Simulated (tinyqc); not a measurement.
Changing the film thickness L: heat flow across a film from the phonon Boltzmann equation in the relaxation-time approximation. Computed by tinyqc, a small Python program. Command: `OMP_NUM_THREADS=1 python tinyqc.py 3011861 3011862 out.jsonl slabbte sweep`. One thread of a shared host (Intel(R) Xeon(R) Processor @ 2.30GHz), about 0.07 s of CPU time with the checks.

Two black walls, hot at x = 0 and cold at x = L, emit phonons isotropically. For one free path Lambda, with tau = x/Lambda, tau_L = L/Lambda and phi = (T - T_cold)/Delta T, energy balance gives phi(tau) = (1/2) [E2(tau) + int_0^tau_L phi(s) E1(|tau - s|) ds]; E_n are the exponential integrals. The flux over the ballistic flux C v Delta T/4 is psi = 1 - 2 int_0^tau_L phi(s) E2(s) ds, and kappa_eff/kappa = (3/4) tau_L psi. kappa = C v Lambda/3 is an input, so at fixed kappa a longer free path means a smaller C v.

Inputs (values chosen for the exercise, modelled on diamond): bulk conductivity kappa = 1940 W/(m K); wall temperature difference Delta T = 19 K; free path Lambda_1 = 440 nm; free path Lambda_2 = 5300 nm; share f_2 of kappa = 0.15; free path Lambda_3 = 15000 nm; share f_3 of kappa = 0.11; cells n in the small system = 6.

Free-path groups: three.

Method:
- Cut the film into n equal cells with constant phi, collocated at the centres c_i: the kernel integrates to A_ij = |E2(|c_i - e_j|) - E2(|c_i - e_(j+1)|)|/2 for cell edges e_j, and A_ii = 1 - E2(half a cell); solve (1 - A) phi = E2(c)/2; psi = 1 - 2 sum_j phi_j [E3(e_j) - E3(e_(j+1))].
- Use 150 and 300 cells and extrapolate psi = (4 psi(300) - psi(150))/3. The jump at the hot wall is 1 - phi there (linear extrapolation from the first two of 300 cells). Two-flux (diffusion with slip) formula: psi = 1/(1 + 3 tau_L/4).
- Each group is solved on its own with 150 and 300 cells, psi = (4 psi(300) - psi(150))/3, and weighted by its share of kappa (f_1 is what the others leave); exchange of energy between groups inside the film is left out.
- Flux J = kappa_eff Delta T/L; apparent boundary resistance per wall (L/kappa_eff - L/kappa)/2.

One run for each value; columns: (1) film thickness L (nm); (2) kappa_eff (W/(m K)); (3) flux J (GW/m^2); (4) jump at the wall / Delta T for Lambda_1; (5) apparent resistance per wall (m^2 K/GW):
```
(1)    (2)    (3)     (4)     (5)
8.8     22  46.59  0.4782  0.2016
18      43  45.73  0.4624  0.2031
38      88  44.03  0.4358  0.2060
80     173  40.97  0.3951  0.2112
170    321  35.92  0.3367  0.2207
350    536  29.11  0.2663  0.2361
730    809  21.04  0.1887  0.2633
1500  1078  13.65  0.1201  0.3094
3200  1317   7.82  0.0670  0.3897
6600  1499   4.32  0.0358  0.5003
```

Over the rows, kappa_eff (W/(m K)) rises from 21.6 to 1500 (exponent d ln y / d ln x 0.97 between the first rows and 0.18 between the last); flux J (GW/m^2) falls from 46.6 to 4.32 (exponent d ln y / d ln x -0.026 between the first rows and -0.82 between the last); jump at the wall / Delta T for Lambda_1 falls from 0.478 to 0.0358 (exponent d ln y / d ln x -0.047 between the first rows and -0.87 between the last). At the low end the exponent of kappa_eff is 0.97, close to 1: the ballistic limit. At the low end the exponent of flux J is -0.03, close to 0: the ballistic flux does not depend on L. In thin films phonons cross without scattering: the flux is bounded by what the walls emit, and Delta T drops in two jumps of one half each. In thick films the jumps shrink as Lambda/L and the apparent wall resistance tends to a constant.

Caution (rows 8.80): below about 10 nm the film nears the phonon wavelength, and a particle picture fails.

Extremes, crossings and ranges named in words are read from the listed rows.
